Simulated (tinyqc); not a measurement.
# CMOS inverter, nodal equation and switching: two studies

An n-channel pull-down (bn, VTn) and a p-channel pull-up (bp, VTp) share the input Vin and the output node Vout, which carries the load C. Transistor (EKV form, voltages against the body): I = 2 n b Vt^2 [F(vp - Vs) - F(vp - Vd)] from drain to source, F(v) = ln^2(1 + exp(v/(2 Vt))), vp = (Vg - VT + sg |Vd - Vs|)/n. n-channel bodies are at 0; for the p-channel device all voltages are counted down from Vdd. b in uA/V^2 gives I in uA. Static: In = Ip. Transient: C dVout/dt = Ip - In. No velocity saturation, no gate capacitance beyond C.

Values chosen for this exercise: temperature T = 400 K; supply voltage Vdd = 0.75 V; slope factor n = 1.2; drain-induced barrier lowering sg = 0.115; n-channel threshold VTn = 0.44 V; p-channel threshold (magnitude) VTp = 0.39 V; gain factor of the pull-down transistor bn = 160 uA/V^2; gain factor of the pull-up transistor bp = 130 uA/V^2; load capacitance C = 0.43 fF.

Constants: q = 1.602176634e-19 C, kB = 1.380649e-23 J/K, Vt = kB T/q. Results are converted to the units shown.

Each table varies one quantity; the others keep the values above.

## Effect of the gain factor of the pull-up transistor

VM solves In = Ip with Vin = Vout; VIL and VIH are the inputs of gain -1, NML = VIL - Vout(VIH), NMH = Vout(VIL) - VIH. For a step input the delay to Vdd/2 is tHL = C times the integral of dV/(In - Ip) from Vdd/2 to Vdd at Vin = Vdd, and tLH likewise with Ip - In from 0 to Vdd/2 at Vin = 0.

Results:
```
bp (uA/V^2)  VM (V)  gain at VM  NML (V)  NMH (V)  tHL (ps)  tLH (ps)
32           0.3556      -8.690   0.2608   0.3041     17.21     67.14
49           0.3667      -8.690   0.2734   0.2919     17.21     43.85
75           0.3778      -8.690   0.2859   0.2798     17.21     28.65
120          0.3900      -8.690   0.2996   0.2663     17.21     17.90
180          0.4005      -8.689   0.3114   0.2546     17.21     11.94
270          0.4110      -8.688   0.3230   0.2428     17.21     7.957
640          0.4334      -8.684   0.3477   0.2174     17.21     3.357
```

Estimate the missing row, bp = 420 uA/V^2.

Computed row:
```
bp (uA/V^2)  VM (V)  gain at VM  NML (V)  NMH (V)  tHL (ps)  tLH (ps)
420          0.4225      -8.686   0.3357   0.2298     17.21     5.115
```

With this row back in the table: As bp goes from 32 to 640 uA/V^2, VM rises from 0.356 to 0.433 V, the size of the gain stays near 8.69, tHL stays near 17.2 ps and tLH falls from 67.1 to 3.36 ps. The smaller margin is largest, 0.280 V, at bp = 75 uA/V^2 among the rows. A stronger pull-up raises VM and trades low-side against high-side margin.

## Effect of the slope factor

Same model as above.

Effect of the slope factor:
```
n    VM (V)  gain at VM  NML (V)  NMH (V)  tHL (ps)  tLH (ps)
1    0.3929      -8.691   0.3072   0.2673     14.40     13.83
1.1  0.3925      -8.690   0.3045   0.2656     15.81     15.18
1.2  0.3920      -8.690   0.3020   0.2640     17.21     16.53
1.3  0.3916      -8.689   0.2995   0.2625     18.59     17.87
1.4  0.3911      -8.689   0.2972   0.2611     19.96     19.21
1.5  0.3907      -8.689   0.2949   0.2598     21.29     20.52
1.6  0.3903      -8.688   0.2928   0.2586     22.60     21.83
```

As n goes from 1 to 1.6, VM falls from 0.393 to 0.390 V, the size of the gain stays near 8.69, tHL rises from 14.4 to 22.6 ps and tLH rises from 13.8 to 21.8 ps. The smaller margin is largest, 0.267 V, at n = 1 among the rows.

tinyqc, about 0.06 s, one thread, Intel Xeon 2.30GHz (shared host): `OMP_NUM_THREADS=1 python tinyqc.py 2340151 2340152 out.jsonl`
